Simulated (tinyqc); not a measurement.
# Metal gate on a two-layer dielectric stack with fixed charge and a dipole: flat band against the thickness t2

Gate, layer 2, layer 1, p-type semiconductor; x runs from the gate inwards. Charges are counted in units of +q. psi is the band bending at the surface, positive towards inversion. Classical charge, Boltzmann statistics, no interface traps.

EOT = 3.9 (t1/e1 + t2/e2), Cox = eps0/(t1/e1 + t2/e2); phi_ms = pM - (chi + Eg - Vt ln(Nv/Na)). Vfb = phi_ms + Vd - (q/eps0) [Q1 (t1/e1 + t2/e2) + Q2 t2/e2 + r1 (t1^2/(2 e1) + t1 t2/e2) + r2 t2^2/(2 e2)]: each charge counts with its electrical distance from the gate. ni = sqrt(Nc Nv) exp(-Eg/(2 Vt)), Eg in volts, pB = Vt ln(Na/ni), Vth = Vfb + 2 pB + sqrt(4 q eps0 eps_r Na pB)/Cox.

Values chosen for this exercise; band and dielectric values close to those of silicon, layer 1 close to aluminium oxide, layer 2 close to zirconium oxide: temperature T = 300 K; band gap Eg = 1.11 eV; relative permittivity eps_r = 11.6; conduction-band density of states at T Nc = 2.78e19 cm^-3; valence-band density of states at T Nv = 2.67e19 cm^-3; electron affinity chi = 4.1 eV; acceptor density Na = 9.2e16 cm^-3; work function of the gate metal pM = 4.7 eV; thickness of layer 1, next to the semiconductor t1 = 0.4 nm; relative permittivity of layer 1 e1 = 8.65; relative permittivity of layer 2 e2 = 24.2; fixed charge at the semiconductor interface Q1 = 2.4e11 cm^-2; fixed charge between the layers Q2 = 2.2e12 cm^-2; uniform charge density in layer 1 r1 = 0 cm^-3; uniform charge density in layer 2 r2 = 0 cm^-3; flat-band shift by a dipole layer between the layers Vd = 0.33 V.

Constants: q = 1.602176634e-19 C, kB = 1.380649e-23 J/K, Vt = kB T/q, eps0 = 8.8541878128e-14 F/cm where lengths are in cm. Results are converted to the units shown.

Result of one run:

| EOT (nm) | Vfb (V) | Vth (V) |
|---|---|---|
| 0.4543 | -0.06643 | 0.7700 |

Which thickness of layer 2, next to the gate t2 gave this result: 1, 1.7, 3.1, 4.6 or 6 nm?

t2 = 1.7 nm.

The whole series:

| t2 (nm) | EOT (nm) | Vfb (V) | Vth (V) |
|---|---|---|---|
| 1 | 0.3415 | -0.05366 | 0.7776 |
| 1.7 | 0.4543 | -0.06643 | 0.7700 |
| 2.4 | 0.5671 | -0.07920 | 0.7624 |
| 3.1 | 0.6799 | -0.09197 | 0.7547 |
| 3.9 | 0.8089 | -0.1066 | 0.7460 |
| 4.6 | 0.9217 | -0.1193 | 0.7384 |
| 5.3 | 1.034 | -0.1321 | 0.7307 |
| 6 | 1.147 | -0.1449 | 0.7231 |

Vfb falls from -0.0537 to -0.145 V and Vth falls from 0.778 to 0.723 V. The slope dVfb/dEOT is -113 mV/nm between the first two rows and -113 between the last two: a straight line, set by the charge below the growing layer, which reads as 2.44e12 cm^-2. A line through the end rows meets EOT = 0 at -0.0150 V, against phi_ms + Vd = -0.0334 V; an effective work function read from it is off by 348 mV from pM.

tinyqc, about 0.01 s, one thread, Intel Xeon 2.30GHz (shared host): `OMP_NUM_THREADS=1 python tinyqc.py 2010040 2010041 out.jsonl`
